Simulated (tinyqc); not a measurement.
# Ballast resistance and gain from the on-state line

Inverse problem. At high current V = BV (1 + be)^(-1/n) + I Ro. Find Ro, the intercept and be.

Inputs (values chosen for the exercise):
```
symbol  value  unit                         meaning
BV       11.4     V      junction breakdown voltage
n         3.2        exponent of the multiplication
```

V at I = 5.7 and 11.4 mA/um (V): [8.7654275, 10.019427]

Solution. The slope is Ro; the intercept over BV is (1 + be)^(-1/n).

Ro = 220 ohm um
intercept = 7.51 V
be = 2.80

Program tinyqc, `OMP_NUM_THREADS=1 python tinyqc.py 2670019 2670020 out.jsonl`; Intel Xeon 2.30GHz, shared host, one thread, about 0.01 s.
